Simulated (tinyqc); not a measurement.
What moves the results: finite square well with mass mismatch (envelope functions). A value that a table varies takes the place of the one given here.

A square well of width L and depth V0, mass mw inside and mb outside, energies from the bottom of the well, c = hbar^2/2m0. k = sqrt(mw E/c), kappa = sqrt(mb (V0 - E)/c). psi and psi'/m are continuous at the walls (BenDaniel-Duke), so level n solves k L + 2 atan[(k/mw)/(kappa/mb)] = n pi.

Non-parabolic bands: mw is replaced by mw (1 + alpha_w E) and mb by mb (1 - alpha_b (V0 - E)), in k, kappa and the matching condition alike.

Constants: hbar^2/2m0 = 3.80998211 eV angstrom^2.

Parameters, chosen for this exercise (near those of the light valleys of a Si film in HfO2; shifted at random, so the results belong to these values and not to a real crystal): V0 = 1.514 eV (barrier height); mw = 0.185 m0 (mass in the well); mb = 0.174 m0 (mass in the barrier); Ls = (8, 12, 18, 27, 40, 61, 91) angstrom (widths); L = 16 angstrom (well width); alpha_w = 0.52 1/eV (non-parabolicity in the well); alpha_b = 0.33 1/eV (non-parabolicity in the barrier).

## Width of the well

Levels against L, beside the infinite well E1(hard) = c (pi/L)^2/mw; Pb is the probability of level 1 in the barriers; a dash marks an unbound level.

Levels:
```
L (angstrom)  bound levels  E1 (eV)  E2 (eV)  E1(hard) (eV)     Pb
8                        1   0.7861        -         3.1759  0.296
12                       2   0.5236   1.5099         1.4115  0.148
18                       2   0.3136   1.1323         0.6273  0.064
27                       3   0.1726   0.6676         0.2788  0.025
40                       4   0.0911   0.3602         0.1270  0.009
61                       6   0.0437   0.1742         0.0546  0.003
91                       8   0.0211   0.0843         0.0245  0.001
```

The infinite well overestimates E1 by a factor 4.04 at 8 angstrom and 1.16 at 91 angstrom. The local exponent d ln E1/d ln L goes from -1.00 (first two rows) to -1.82 (last two), towards the -2 of hard walls, as Pb falls from 0.296 to 0.001. E2 - E1 is largest at 12 angstrom of the widths listed. Non-parabolicity, which grows with the level, already counts at a few tenths of an eV, and levels above about 0.5 eV lie beyond a parabolic band.

## Levels of description

The same well five ways. mb = mw: the barrier takes the mass of the well. psi' continuous: kappa holds mb but the condition drops the masses, k L + 2 atan(k/kappa) = n pi. The last column is measured against BenDaniel-Duke.

Levels (eV):
```
model                E1      E2      E3  E1 - E1(BDD) (meV)
infinite walls   0.7940  3.1759  7.1458               426.5
mb = mw          0.3617  1.2684       -                -5.8
BenDaniel-Duke   0.3675  1.2751       -                 0.0
psi' continuous  0.3558  1.2616       -               -11.7
non-parabolic    0.3784  1.0820       -                10.9
```

Hard walls put E1 426.5 meV too high. Ignoring the mass step moves it by -5.8 meV and the wrong matching by -11.7 meV: with mb/mw = 0.94, continuity of psi'/m lets the slope outside be 0.94 times the slope inside, which acts like a harder wall. Non-parabolicity shifts E1 by +10.9 meV, the balance of a heavier mass in the well, which lowers it, and a lighter mass deep in the barrier, which hardens the wall. Among the finite wells the largest departure in E1 is that of the model 'psi' continuous'.

## What each parameter does

Parabolic bands. Pb is the probability of level 1 in the barriers, (A^2/kappa)/(A^2/kappa + L/2 + sin(kL)/(2k)) with A = cos(kL/2). Each row changes one parameter from the base and keeps the others.

Results:
```
case             E1 (eV)  bound levels      Pb  V0 - E1 (eV)
base              0.3675             2  0.0832        1.1465
L = 18 angstrom   0.3136             2  0.0645        1.2004
V0 = 1.287 eV     0.3470             2  0.0986        0.9400
mw = 0.1665 m0    0.3826             2  0.0916        1.1314
mb = 0.1392 m0    0.3888             2  0.0851        1.1252
```

The largest shifts from the base row, up to three for each result and ties (the steps differ in size, so this ranks the rows, not the parameters). E1 (eV): L -0.0539, mb +0.0213, V0 -0.0205. bound levels: unchanged at the printed digits by L, V0, mw and mb. Pb: L -0.0187, V0 +0.0154, mw +0.0084. V0 - E1 (eV): V0 -0.2065, L +0.0539, mb -0.0213.

Computed by tinyqc, a small Python program: `OMP_NUM_THREADS=1 python tinyqc.py 1250509 1250510 out.jsonl` (the numbers bound the seed that draws the inputs); one thread of a shared host (Intel(R) Xeon(R) Processor @ 2.30GHz), about 0.01 s for the whole set of steps.
